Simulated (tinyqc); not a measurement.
Solubility, supersaturation, precipitation and gettering of an impurity in a silicon-like host: one step, computed by the program tinyqc. Command: `OMP_NUM_THREADS=1 python tinyqc.py 3017409 3017410 out.jsonl ripen walk`. One thread of a shared host (Intel(R) Xeon(R) Processor @ 2.30GHz), about 0.01 s of CPU time with the checks.

The wafer was saturated at T1 and is then held at T.

Question. Growing precipitates. Growing sinks: with y = r/r_f and y0 = r0/r_f, dy/dt = (1 - y^3)/(3 tau_f y), which integrates to t/tau_f = F(y) - F(y0), F(y) = (1/2) ln[(1 + y + y^2)/(1 - y)^2] - sqrt(3) arctan[(2y + 1)/sqrt(3)]; the share of the excess left is (1 - y^3)/(1 - y0^3), and C(t) = C_eq + (C0 - C_eq) x share.

Inputs (values chosen for the exercise, for a model impurity):

| quantity | value | unit |
|---|---|---|
| temperature of saturation T1 | 1400 | K |
| anneal temperature T | 1135 | K |
| initial sink radius r0 | 6 | nm |
| anneal time t | 1.5 | s |

final radius r_f = 6.697803 nm

tau_f = 2.535728 s

C_eq(T) = 8.314886e+11 1/cm^3

C0 = 4.147959e+14 1/cm^3

Give: radius at t; share of the excess left; C(t) with growing sinks.

Answer.

radius at t = 6.3121 nm

share of the excess left = 0.57981

C(t) with growing sinks = 2.4085e+14 1/cm^3

42.0 % of the excess has precipitated. Caution: the barrier to homogeneous nucleation is below 35 k_B T for these inputs, so new precipitates would form and outnumber the fixed sinks assumed here.
